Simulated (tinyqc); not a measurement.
# From one set of inputs to another, one input at a time

Model: admittance spectroscopy and thermally stimulated current of one trap level in a depletion layer. Computed by tinyqc, a small Python program. Command: `OMP_NUM_THREADS=1 python tinyqc.py 3113114 3113115 out.jsonl admit ladder`. One thread of a shared host (Intel(R) Xeon(R) Processor @ 2.30GHz), about 0.02 s of CPU time with the checks.

A Schottky junction on n-type material holds one donor-like electron trap; shallow donors are fully ionised and abrupt depletion edges are assumed.

The inputs printed are set A. Set A is modelled on n-type 4H-SiC; the values taken over come from a set modelled on n-type beta-Ga2O3. Inputs not listed in the table keep their values of set A, so the rows need not describe a real material.

Inputs (values chosen for the exercise, modelled on n-type 4H-SiC):

| quantity | value | unit |
|---|---|---|
| dielectric constant eps | 9.86 | - |
| density-of-states mass m | 0.756 | m_0 |
| shallow doping N | 7.9e+15 | 1/cm^3 |
| trap density N_t | 2.4e+15 | 1/cm^3 |
| trap depth E_t below the band | 0.157 | eV |
| capture cross section sigma | 2.1e-16 | cm^2 |
| band bending V_b | 1.5 | V |
| test frequency f | 2000 | Hz |

Constants: k_B = 1.380649e-23 J/K; m_0 = 9.1093837015e-31 kg; h = 6.62607015e-34 J s; k_B = 8.617333262e-05 eV/K; eps_0 = 8.8541878128e-12 F/m; e = 1.602176634e-19 C.

Method:
- N_c = 2 (2 pi m k_B T/h^2)^(3/2), v_th = sqrt(3 k_B T/m), emission rate e_n = sigma v_th N_c exp(-E_t/(k_B T)).
- Where the level crosses the Fermi level capture equals emission, so the trap follows the signal with the rate 2 e_n; G/omega peaks at omega = 2 e_n (the correction for large N_t/N is left out).
- Solve 2 e_n(T_p) = 2 pi f.
- With E_c - E_F = k_B T_p ln(N_c/N): lambda = sqrt(2 eps eps_0 (E_t - (E_c - E_F))/(e^2 N)); traps are empty and charged for x < x_t = w - lambda, and V_b = e (N w^2 + N_t x_t^2)/(2 eps eps_0). High frequency: C_hf = eps eps_0/w. Low frequency: C_lf = eps eps_0 (N + N_t)/(N w + N_t x_t).

Each row keeps all changes above it:

| input moved | from | to | step (C_lf - C_hf)/C_hf | C_hf (nF/cm^2) | lambda (nm) |
|---|---|---|---|---|---|
| set A | - | - | 0.06419 | 20.732 | 109.01 |
| band bending V_b (V) | 1.5 | 2.4 | 0.05062 | 16.559 | 109.01 |
| trap depth E_t below the band (eV) | 0.157 | 0.557 | 0.09262 | 16.078 | 197.53 |
| capture cross section sigma (cm^2) | 2.1e-16 | 5.8e-14 | 0.10464 | 15.964 | 222.33 |
| shallow doping N (1/cm^3) | 7.9e+15 | 5.1e+16 | 0.01901 | 38.860 | 93.23 |
| density-of-states mass m (m_0) | 0.756 | 0.282 | 0.01974 | 38.844 | 96.80 |
| trap density N_t (1/cm^3) | 2.4e+15 | 1.2e+16 | 0.09211 | 39.934 | 96.80 |
| test frequency f (Hz) | 2000 | 200 | 0.09369 | 39.900 | 98.40 |

Which inputs carry the difference?

Step (C_lf - C_hf)/C_hf goes from 0.0642 to 0.0937, a factor 1.46 in all. The largest single move comes from shallow doping N (a factor 0.182), but it runs against the net change; the largest move in the direction of the net change is trap density N_t (a factor 4.67). C_hf goes from 20.7 to 39.9, a factor 1.92 in all. The largest single move comes from shallow doping N (a factor 2.43), and band bending V_b works against it (a factor 0.799). Lambda goes from 109 to 98.4, a factor 0.903 in all. The largest single move comes from shallow doping N (a factor 0.419), and trap depth E_t below the band works against it (a factor 1.81). The single moves hold for this order of the switches; the total does not depend on the order.

Caution (rows set A, band bending V_b, trap depth E_t below the band, capture cross section sigma): N_t/N is not small, so the peak moves away from omega = 2 e_n.

Extremes, crossings and ranges named in words are read from the listed rows.
